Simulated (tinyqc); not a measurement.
Long runs: velocity against field: Monte Carlo simulation of one carrier in a uniform electric field. Computed by tinyqc, a small Python program. Command: `OMP_NUM_THREADS=1 python tinyqc.py 3010559 3010560 out.jsonl mcfl walk`. One thread of a shared host (Intel(R) Xeon(R) Processor @ 2.30GHz), about 1 s of CPU time with the checks.

The force e F acts along +z. Flights end at the constant total rate Gamma; the part of Gamma that the real rates do not fill is self-scattering, which leaves k unchanged. One valley, no impurities; equivalent final valleys enter only through Z_f in the optical rate.

Inputs (values chosen for the exercise, for a model non-polar semiconductor):
```
quantity                                             value       unit
effective mass m                                     0.581        m_0
non-parabolicity alpha                                0.73       1/eV
density rho                                           6020     kg/m^3
sound velocity v_l                                   11300        m/s
acoustic deformation potential D_A                     4.5         eV
phonon energy hbar w                                    34        meV
optical or intervalley deformation potential D_o       2.5  1e8 eV/cm
final valleys Z_f                                        3          -
lattice temperature T                                  300          K
electric field F                                       6.9      kV/cm
energy E_max up to which Gamma must cover the rates    0.6         eV
seed of the random numbers                           74109          -
```

Crystal: non-polar. Band: Kane.

Constants: k_B = 1.380649e-23 J/K; e = 1.602176634e-19 C; hbar = 1.054571817e-34 J s; m_0 = 9.1093837015e-31 kg; hbar = 6.582119569e-16 eV s; k_B = 8.617333262e-05 eV/K.

Method:
- Kane band: hbar^2 k^2/(2 m) = E (1 + alpha E), speed v = hbar k/(m (1 + 2 alpha E)), states per spin, volume and energy g(E) = m k (1 + 2 alpha E)/(2 pi^2 hbar^2); overlap factors are set to 1. Masses are multiplied by m_0 and all formulas are in SI units.
- Phonon occupation N_q = 1/(exp(hbar w/(k_B T)) - 1).
- Acoustic deformation potential (elastic, equipartition, absorption and emission together): 1/tau = 2 pi k_B T D_A^2 g(E)/(hbar rho v_l^2).
- Optical or intervalley deformation potential: 1/tau = (pi Z_f D_o^2/(rho w)) [N_q g(E + hbar w) + (N_q + 1) g(E - hbar w)], with g = 0 below the band edge.
- Gamma is 1.05 times the largest total rate on the grid E = (j + 1/2) E_max/400, j = 0..399.
- On the grid E_j = (j + 1/2) hbar w/12 up to 20 k_B T + 2 hbar w, solve (sum of rates) l(E) = v(E); mu_0 = e sum g v l exp(-E/k_B T)/(3 k_B T sum g exp(-E/k_B T)).
- Flight: t = -ln(r1)/Gamma; k_z grows by e F t/hbar; E follows from the band; dz = (E_end - E_start)/(e F).
- Choice: with cumulative rates in the order acoustic, absorption, emission, the process is the first whose sum exceeds r2 Gamma; if none, self-scattering.
- Final state: E' = E, E + hbar w or E - hbar w gives k'. Isotropic processes: cos(theta) = 1 - 2 r3 from the z axis, phi = 2 pi r4, k' (sin theta cos phi, sin theta sin phi, cos theta).
- Each row: 250 carriers from a thermal start, 1600 flights each, the first half discarded, random numbers not printed; the error is the standard error over ten groups; the mean energy is taken at the ends of flights, which sample time evenly. Fields at which more than 0.02 % of the events exceed Gamma are left out.

Gamma = 16.8537 1e12/s

low-field mobility mu_0 = 1994.20 cm^2/(V s)

Monte Carlo results:
```
F (kV/cm)  drift velocity (1e5 m/s)  error (1e5 m/s)  mu_0 F (1e5 m/s)  mean energy (meV)  real events (%)
1.7                           0.257           0.0069            0.3390               49.4             9.66
3.5                           0.364           0.0051            0.6980               66.0            12.40
6.9                           0.441           0.0041            1.3760              102.0            18.10
```

At the lowest field the drift velocity is 0.76 +/- 0.02 of the ohmic value mu_0 F, at the highest 0.32 +/- 0.00. The mean energy goes from 49 to 102 meV against the parabolic-band thermal value 3 k_B T/2 = 39 meV: the carriers heat, more of them reach the emission threshold, where they lose momentum, and the curve bends below the ohmic line. Only 10 to 18 % of the events are real; the rest is the price of a constant Gamma.

Extremes, crossings and ranges named in words are read from the listed rows.
